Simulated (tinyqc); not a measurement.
What moves the exposure: standing waves and exposure in a photoresist film.

Normal incidence from air. Unexposed resist: N1 = n1 + i k1 with k1 = (A + B) lam/(4 pi), lam in micrometres. r01 = (1 - N1)/(1 + N1), t01 = 2/(1 + N1). Substrate Ns = ns + i ks: r12 = (N1 - Ns)/(N1 + Ns). With p = exp(2 pi i N1 d/lam), the field at depth z is E(z) = t01 [exp(2 pi i N1 z/lam) + r12 p^2 exp(-2 pi i N1 z/lam)]/(1 + r01 r12 p^2), the relative intensity I(z) = n1 |E(z)|^2 and the reflectance R = |(r01 + r12 p^2)/(1 + r01 r12 p^2)|^2.

Values chosen for the exercise (a resist on W, indices near tabulated ones; shifted at random, so the results belong to these values and not to a real crystal): lam = 248 nm (vacuum wavelength); n1 = 1.773 (resist index); A = 0.03 1/micrometre (bleachable absorption (Dill A)); B = 0.52 1/micrometre (fixed absorption (Dill B)); d = 450 nm (resist thickness); ns = 3.42 (substrate n); ks = 2.9 (substrate k).

The mean of I is over 800 depths.

Results for these values:

| case | \|r12\|^2 | R | mean I | I at the bottom |
|---|---|---|---|---|
| base | 0.3121 | 0.0342 | 1.3294 | 0.3301 |

What happens to each result for n1 = 1.791, all else kept?

Answer: |r12|^2 falls from 0.3121 to 0.3088; R rises from 0.0342 to 0.0708; mean I falls from 1.3294 to 1.2794; I at the bottom falls from 0.3301 to 0.3208.

The same for each parameter in turn:

| case | \|r12\|^2 | R | mean I | I at the bottom |
|---|---|---|---|---|
| base | 0.3121 | 0.0342 | 1.3294 | 0.3301 |
| d = 460 nm | 0.3121 | 0.1555 | 1.1651 | 0.2850 |
| n1 = 1.791 | 0.3088 | 0.0708 | 1.2794 | 0.3208 |
| B = 0.72 1/micrometre | 0.3112 | 0.0198 | 1.2217 | 0.2944 |
| ks = 2.61 | 0.2798 | 0.0249 | 1.2833 | 0.3409 |
| ns = 3.762 | 0.3146 | 0.0334 | 1.3329 | 0.3001 |

Computed by tinyqc, a small Python program: `OMP_NUM_THREADS=1 python tinyqc.py 1681720 1681721 out.jsonl` (the numbers bound the seed that draws the inputs); one thread of a shared host (Intel(R) Xeon(R) Processor @ 2.30GHz), about 0.01 s for the whole set of steps.
